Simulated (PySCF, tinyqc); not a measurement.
Starting guesses with plain Roothaan steps: SCF starting guesses in the sto-6g basis, for Be, spin multiplicity 1. Computed by the program tinyqc with PySCF. RHF with one setting changed at a time; a run stops when the energy changes by less than 1e-09 hartree and the error matrix is below 1e-5. Starts: the lowest orbitals of the core Hamiltonian, of the Wolfsberg-Helmholz matrix (K = 1.75), projected atomic densities, random orbitals, and the highest orbitals of the core Hamiltonian (a deliberately bad start).

Geometry (angstrom):

| atom | x | y | z |
|---|---|---|---|
| Be | 0.0000 | 0.0000 | 0.0000 |

lowest restricted solution found by these runs and by PySCF = -14.503361 hartree

Largest element of the error matrix X^T (FDS - SDF) X:

| iteration | core | Wolfsberg-Helmholz | atomic densities | random | highest core orbitals |
|---|---|---|---|---|---|
| 1 | 1.8e-15 | 1.0e-01 | 1.5e-02 | 1.7e+00 | 0.0e+00 |
| 2 | 1.8e-15 | 9.5e-03 | 1.7e-15 | 1.9e-01 | 3.5e-01 |
| 3 | - | 8.9e-04 | 1.8e-15 | 1.5e-01 | 3.4e-02 |
| 4 | - | 8.4e-05 | - | 7.9e-02 | 3.2e-03 |
| 5 | - | 7.9e-06 | - | 2.6e-02 | 3.0e-04 |
| 6 | - | - | - | 8.5e-03 | 2.8e-05 |
| 8 | - | - | - | 9.0e-04 | - |
| 10 | - | - | - | 9.7e-05 | - |

How each run ends:

| run | iterations | E (hartree) | state |
|---|---|---|---|
| core | 2 | -14.503361 | lowest found |
| Wolfsberg-Helmholz | 5 | -14.172547 | higher |
| atomic densities | 3 | -14.503361 | lowest found |
| random | 13 | -14.503361 | lowest found |
| highest core orbitals | 7 | -14.172547 | higher |

What does the comparison show, and why?

3 of 5 runs reach the lowest restricted solution found, in 2 to 13 iterations (fastest: core). Ending on a higher stationary point: Wolfsberg-Helmholz, highest core orbitals; a small error matrix cannot reveal that, and an occupation fixed by the start is kept by symmetry or by the shape of the basin. The first errors are 2e-15, 1e-01, 1e-02, 2e+00, 0e+00; the deliberately bad start has the smallest one, so a small first error does not mark a good start. The restricted reference is unstable here: a spin-polarised solution lies 0.0017 hartree lower (PySCF), so results built on it describe a poor reference.
